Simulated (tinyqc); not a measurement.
Donor or exciton in a quantum well (variational effective-mass method): one step, computed by the program tinyqc.

Electron and hole in their lowest subbands f(z) = cos(pi z/L); relative in-plane motion exp(-rho/lambda) (separable trial function), H = -nabla_rho^2 - 2/sqrt(rho^2 + (z_e - z_h)^2) in effective units. Mass and screening are the same in well and barrier; l = L/a* is the width in effective units. Bands are flat: no polarisation or applied field.

Problem. Binding at the trial radius. k = pi/l; f = cos(k z) inside and zero outside. Binding E_b(lambda) = -1/lambda^2 + (8/lambda^2) int_0^l P(z) g(z) dz, with P(z) = (2/l) [(1 - z/l)(1 + cos(2 pi z/l)/2) + (3/(4 pi)) sin(2 pi z/l)] the distribution of |z_e - z_h| and g(z) = int_z^infinity exp(-2 sqrt(r^2 - z^2)/lambda) dr = int_0^infinity exp(-2 rho/lambda) rho/sqrt(rho^2 + z^2) d rho; 40 Gauss-Legendre points in z and 40 in t with rho = lambda t/(1 - t).

Inputs (values chosen for the exercise, modelled on InP): trial radius lambda = 1.7 a*.

Centre: exciton. Barriers: infinite.

l = 0.6972271

Give: int P dz; int P g dz; E_b(lambda).

Solution.

int P dz = 1

int P g dz = 0.7436 a*

E_b(lambda) = 1.712 Ry*
